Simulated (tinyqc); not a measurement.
## Field emission through a triangular barrier, exact transmission by Airy functions: exact and WKB transmission against field

The left lead has its band edge at 0; for x > 0 the edge falls without end, U(x) = U0 - F x, with mass m1. No transverse momentum; C = hbar^2/(2 m0); psi and psi'/m are continuous at x = 0. The outgoing solution is Bi(z) + i Ai(z).

Energy scale e = (C F^2/m1)^(1/3), z(x) = (U(x) - E)/e, s = (dz/dx)/m1 = -F/(e m1); v = k/m in a lead. With the Airy functions at z = z(0): g = s (Bi' + i Ai')/(Bi + i Ai), r = (i vL - g)/(i vL + g), T(E) = 1 - |r|^2 = 4 vL Im(g)/|i vL + g|^2, vL = sqrt(mL E/C)/mL. WKB: exp(-S), S = (4/(3 F)) sqrt(m1/C) [max(U0 - E, 0)^1.5]. For large z the ratio tends to c = 4 g0/(1 + g0^2), g0 = K/(m1 vL), K = sqrt(m1 (U0 - E)/C).

Inputs (values chosen for the exercise); U0 - E and the mass are of the order of those of silicon dioxide on silicon:
```
symbol,value,unit,meaning
mL,0.36,m0,mass in the left lead
U0,3.41,eV,barrier edge at x = 0
m1,0.48,m0,mass in the barrier
E,0.36,eV,electron energy
```

Constants: q = 1.602176634e-19 C, hbar = 1.054571817e-34 J s, m0 = 9.1093837015e-31 kg, hbar^2/(2 m0) = 0.0380998212 eV nm^2. Results are converted to the units shown.

The same in every row: c = 1.3711.

Result of one run:
```
F (V/nm)    z(0)  T(E), exact  exp(-S)   ratio
13        1.2836      0.21477  0.14383  1.4932
```

What becomes of these results when the field in the barrier F is changed from 13 to 3.8 V/nm, all else the same?

Result of the changed run:
```
F (V/nm)    z(0)  T(E), exact    exp(-S)   ratio
3.8       2.9144    0.0019025  0.0013151  1.4466
```

The whole series:
```
F (V/nm)    z(0)  T(E), exact    exp(-S)   ratio
1.9       4.6263    2.4297e-6  1.7295e-6  1.4048
2.4       3.9591    3.8824e-5  2.7439e-5  1.4150
3         3.4119    3.2020e-4  2.2423e-4  1.4280
3.8       2.9144    0.0019025  0.0013151  1.4466
4.8       2.4941    0.0077008  0.0052382  1.4701
6.2       2.1029     0.025696   0.017148  1.4985
7.8       1.8044     0.059959   0.039484  1.5186
10        1.5290      0.12237   0.080391  1.5222
13        1.2836      0.21477    0.14383  1.4932
```

The exact T(E) rises from 2.43e-6 to 0.215; ln exp(-S) is linear in 1/F with slope -25.21 V/nm, and the exact values give -25.27 V/nm between the first two rows. At the largest z (4.63) the ratio is 2.5 % above c, at the smallest (1.28) 8.9 % above it. In every row the field exceeds 10 MV/cm (up to 130), more than most dielectrics sustain; the model ignores breakdown.

Range of the model: Masses are held fixed, although real bands cease to be parabolic a few tenths of an eV from their edges.

Computed by the program tinyqc: `OMP_NUM_THREADS=1 python tinyqc.py 2580024 2580025 out.jsonl`, one thread of a shared Intel Xeon 2.30GHz, about 0.01 s for the whole run.
